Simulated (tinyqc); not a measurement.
Tunnelling through a two-layer gate stack, WKB transmission and Tsu-Esaki current: two steps of the calculation.

Electrons leave the emitter at x = 0. Energies E (motion across the layers) are in eV from the emitter Fermi level; the collector Fermi level lies at -V and offers states at every E. No charge in the dielectric and no image force: F1 = V/(t1 + t2 eps1/eps2), F2 = F1 eps1/eps2; U = phi1 - F1 x in layer 1 and phi2 - F1 t1 - F2 (x - t1) in layer 2. With C = hbar^2/(2 m0), kappa = sqrt(m (U - E)/C) where U > E and 0 elsewhere; T(E) = exp(-S), S = 2 times the integral of kappa over x.

Parameters, values chosen for the exercise; layer 1 close to aluminium oxide, layer 2 close to hafnium oxide:
```
symbol,value,unit,meaning
phi1,2.73,eV,barrier of layer 1 above the emitter Fermi level at zero bias
m1,0.42,m0,tunnelling mass of layer 1
t1,1,nm,thickness of layer 1
eps1,9.04,,relative permittivity of layer 1
phi2,1.52,eV,barrier of layer 2 at zero bias
m2,0.21,m0,tunnelling mass of layer 2
t2,2.6,nm,thickness of layer 2
eps2,21.7,,relative permittivity of layer 2
V,0.3,V,voltage across the dielectric
E,0.08,eV,energy of the electron followed
```

Constants: q = 1.602176634e-19 C, hbar = 1.054571817e-34 J s, m0 = 9.1093837015e-31 kg, hbar^2/(2 m0) = 0.0380998212 eV nm^2. Results are converted to the units shown.

Question 1. Fields and band edges. F1 = V/(t1 + t2 eps1/eps2), F2 = F1 eps1/eps2; U = phi1 - F1 x in layer 1 and phi2 - F1 t1 - F2 (x - t1) in layer 2. EOT = 3.9 (t1/eps1 + t2/eps2).

Give: F1; F2; U at the end of layer 1; U at the start of layer 2; U at the end of layer 2; EOT.

Answer 1.

F1 = 1.4401 MV/cm
F2 = 0.59995 MV/cm
U at the end of layer 1 = 2.5860 eV
U at the start of layer 2 = 1.3760 eV
U at the end of layer 2 = 1.2200 eV
EOT = 0.89870 nm

Question 2. WKB exponent in closed form. Each layer adds (2/F) sqrt(m/C) [G(u at its left edge) - G(u at its right edge)] to S, with u = U - E (0 where negative) and G(u) = (2/3) u^1.5. The slope follows from 1/d = -dS/dE.

Find: S; T(E); energy d over which T(E) grows by a factor e.

Answer 2.

S = 24.13
T(E) = 3.307e-11
energy d over which T(E) grows by a factor e = 0.1315 eV

The midpoint rule gives S = 24.133, so its T(E) is 0.011 % below this value. The band edge stays above E through the whole stack: direct tunnelling through a trapezoid.

Program tinyqc, `OMP_NUM_THREADS=1 python tinyqc.py 2540099 2540100 out.jsonl`; Intel Xeon 2.30GHz, shared host, one thread, about 0.03 s.
